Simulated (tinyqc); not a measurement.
What moves the results: armchair graphene nanoribbon in tight binding. A value that a table varies takes the place of the one given here.

An armchair ribbon of N dimer lines, width (N - 1) sqrt3 acc/2, period 3 acc, one pz orbital a site. In line n, A_n binds to B_n with -t exp(ik/3), times (1 + d) in the two edge lines, and to B_(n-1) and B_(n+1) with -t exp(-ik/6); k runs from -pi to pi. For d = 0 the modes across the ribbon are sin(n p pi/(N + 1)), p = 1 to N, with E = -/+ t sqrt(1 + 4 c^2 + 4 c cos(k/2)), c = cos(p pi/(N + 1)).

Constants: hbar^2/2m0 = 3.80998211 eV angstrom^2.

Inputs chosen for the exercise (near those used for graphene; the results hold for these values, not for the real material): t = 2.56 eV (hopping); acc = 1.42 angstrom (bond length); N0 = 20 (first width); d1 = 0.11 (edge correction); N = 5 (dimer lines); d = 0.12 (relative strengthening of the edge bonds); k = 0.94 (k times the period 3 acc).

## Three families of gaps

Nine widths from N0 on, gaps at k = 0 with d = 0 and d = d1.

Gaps:

| N | family | width (angstrom) | gap, d = 0 (eV) | gap, d1 (eV) | gap x (N + 1) sqrt3 acc/2 (eV angstrom) |
|---|---|---|---|---|---|
| 20 | 3p+2 | 23.37 | 0.0000 | 0.0767 | 1.98 |
| 21 | 3p | 24.60 | 0.4162 | 0.3474 | 9.40 |
| 22 | 3p+1 | 25.82 | 0.4089 | 0.4827 | 13.65 |
| 23 | 3p+2 | 27.05 | 0.0000 | 0.0670 | 1.98 |
| 24 | 3p | 28.28 | 0.3669 | 0.3059 | 9.41 |
| 25 | 3p+1 | 29.51 | 0.3612 | 0.4261 | 13.62 |
| 26 | 3p+2 | 30.74 | 0.0000 | 0.0595 | 1.98 |
| 27 | 3p | 31.97 | 0.3280 | 0.2733 | 9.41 |
| 28 | 3p+1 | 33.20 | 0.3235 | 0.3813 | 13.60 |

What does this show, and why?

Without edge correction the 3p+2 ribbons have no gap and the other two families nearly share one curve. With it the mean of the last column is 13.63 for 3p+1, 9.40 for 3p and 1.98 eV angstrom for 3p+2: the stronger edge bonds raise the gap of 3p+1, lower that of 3p and open one in 3p+2. Within a family the gap falls about as 1/width. One-electron gaps of this kind leave out the self-energy and exciton terms, which are large in narrow ribbons.

## Mass and gap go together

Nine widths from N0 on. Lowest conduction band for d = d1: m/m0 = c q^2/(E(q) - E(0)) with q = h/(3 acc), h = 0.001, c = hbar^2/2m0. Dirac rule: m = Eg/(2 v^2), that is m/m0 = c Eg/(hbar v)^2 with hbar v = 3 t acc/2.

Masses:

| N | gap (eV) | mass (m0) | Dirac rule (m0) |
|---|---|---|---|
| 20 | 0.0767 | 0.0097 | 0.0098 |
| 21 | 0.3474 | 0.0407 | 0.0445 |
| 22 | 0.4827 | 0.0664 | 0.0619 |
| 23 | 0.0670 | 0.0085 | 0.0086 |
| 24 | 0.3059 | 0.0362 | 0.0392 |
| 25 | 0.4261 | 0.0581 | 0.0546 |
| 26 | 0.0595 | 0.0076 | 0.0076 |
| 27 | 0.2733 | 0.0326 | 0.0350 |
| 28 | 0.3813 | 0.0516 | 0.0489 |

How do the results move?

The ratio of mass to the Dirac rule runs from 0.91 (N = 21) to 1.07 (N = 22). Its mean is 0.92 for N = 3p, 1.06 for 3p+1 and 0.99 for 3p+2: the lowest modes of 3p and 3p+1 lie on opposite sides of the Dirac point, where the velocity along the ribbon differs. The largest gap (N = 22) and the heaviest mass (N = 22) belong to one ribbon.

## What each parameter does

Gap at k = 0, lowest positive level at k, and highest level at k = 0. Each row changes one parameter from the base and keeps the others.

Results:

| case | gap (eV) | lowest level at k (eV) | top of the band (eV) |
|---|---|---|---|
| base | 0.2980 | 1.2331 | 7.0480 |
| t = 2.688 eV | 0.3129 | 1.2948 | 7.4004 |
| N = 6 | 1.0589 | 1.4544 | 7.2082 |
| d = 0.17 | 0.4167 | 1.2527 | 7.0722 |
| k = 0.752 | 0.2980 | 0.9938 | 7.0480 |

What does this show?

The largest shifts from the base row, up to three for each result and ties (the steps differ in size, so this ranks the rows, not the parameters). gap (eV): N +0.7609, d +0.1187, t +0.0149; unchanged at the printed digits by k. lowest level at k (eV): k -0.2393, N +0.2213, t +0.0617. top of the band (eV): t +0.3524, N +0.1601, d +0.0242; unchanged at the printed digits by k.

(tinyqc, `OMP_NUM_THREADS=1 python tinyqc.py 1481714 1481715 out.jsonl`, Intel(R) Xeon(R) Processor @ 2.30GHz, 1 thread, shared host, about 0.03 s.)
